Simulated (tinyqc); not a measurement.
Inside a calculation. Method: plane-wave Kohn-Sham cycle with exchange-only LDA in a layered model solid. One step of it, computed by the program tinyqc.

Question. Iteration 1: levels at that k. Diagonalise the Hermitian matrix.

H (hartree), lower triangle:
```
           -3         -2         -1         +0         +1         +2        +3
-3   1.270703
-2  -0.295000   0.424544
-1   0.000000  -0.295000  -0.083152
+0   0.000000   0.000000  -0.295000  -0.252384
+1   0.000000   0.000000   0.000000  -0.295000  -0.083152
+2   0.000000   0.000000   0.000000   0.000000  -0.295000   0.424544
+3   0.000000   0.000000   0.000000   0.000000   0.000000  -0.295000  1.270703
```

Give: eigenvalues.

Answer.

eigenvalues (hartree): -0.630  -0.229  0.090  0.472  0.530  1.369  1.370
